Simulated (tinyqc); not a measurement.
Worked calculation: coherent transport through a tight-binding region between two chains. One step of it, computed by the program tinyqc.

Problem. Transmission at E = 0.68 eV. Surface Green function g = (E - i sqrt(4 t^2 - E^2)) / (2 t^2); self-energy tc^2 g on each contact site; G = (E - H - Sigma)^(-1); Gamma = -2 Im Sigma; T = Gamma_L Gamma_R |G_LR|^2; local density of states -Im G_ii / pi.

H of the central region (eV):
```
[[0.000000, -2.290000],
 [-2.290000, 0.000000]]
```

Leads: semi-infinite chains with site energy 0:
```
parameter                           value
lead hopping t (eV)              2.900000
coupling to the left lead (eV)   1.120000
coupling to the right lead (eV)  1.320000
left contact site                       1
right contact site                      2
```

E = 0.680000 eV

Give: g; G; local density of states; transmission.

Solution.

g = 0.0404-0.3424i 1/eV

G (1/eV):
```
[[-0.1030-0.1294i, 0.4407+0.0549i],
 [0.4407+0.0549i, -0.1108-0.0978i]]
```

local density of states (1/eV): [0.0412, 0.0311]

transmission = 0.2022
